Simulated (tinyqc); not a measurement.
From results back to parameters: static screening by free carriers. Four cases, with inputs chosen for the exercise.

Problem. At zero temperature the gas shows Friedel oscillations of period pi/kF and a Thomas-Fermi length 1/qTF; n and m are hidden.

kF = (3 pi^2 n/Mv)^(1/3), EF = c kF^2/m with c = hbar^2/2m0, n in 1/angstrom^3 (1e-24 per 1/cm^3), e2 = e^2/(4 pi eps0). Thomas-Fermi: qTF^2 = 6 pi e2 n/(eps EF). Debye: qD^2 = 4 pi e2 n/(eps kB T).

Constants: hbar^2/2m0 = 3.80998211 eV angstrom^2; e^2/(4 pi eps0) = 14.39964547 eV angstrom.

Find: kF; n; m.

Method. kF = pi/period and n = Mv kF^3/(3 pi^2); qTF^2 = 2 e2 Mv m kF/(pi eps c) then gives m.

Case 1.

Values chosen (out of a larger set: a free-electron density near that of Al; not measured data): Mv = 1 (valleys); eps = 1 (background dielectric constant).

period = 1.79192 angstrom
1/qTF = 0.486889 angstrom

Solution.

kF = 1.753 1/angstrom
n = 1.82e+23 1/cm^3
m = 1.000 m0

Case 2.

Values chosen (out of a larger set: near those of Si; not measured data): Mv = 6 (valleys); eps = 12.4 (background dielectric constant).

period = 374.110 angstrom
1/qTF = 17.6028 angstrom

Solution.

kF = 0.008398 1/angstrom
n = 1.20e+17 1/cm^3
m = 0.330 m0

Case 3.

Values chosen (out of a larger set: near those of SiC; not measured data): Mv = 3 (valleys); eps = 9.6 (background dielectric constant).

period = 20.9841 angstrom
1/qTF = 4.78554 angstrom

Solution.

kF = 0.1497 1/angstrom
n = 3.40e+20 1/cm^3
m = 0.388 m0

Case 4.

Values chosen (out of a larger set: near those of SiC; not measured data): Mv = 3 (valleys); eps = 9.74 (background dielectric constant).

period = 187.055 angstrom
1/qTF = 14.3973 angstrom

Solution.

kF = 0.01680 1/angstrom
n = 4.80e+17 1/cm^3
m = 0.388 m0

Computed by tinyqc, one run a case: `OMP_NUM_THREADS=1 python tinyqc.py N N+1 out.jsonl` with N = 1651421, 1651434, 1651438, 1651455; one thread of a shared Intel(R) Xeon(R) Processor @ 2.30GHz, about 0.01 s a run at most.
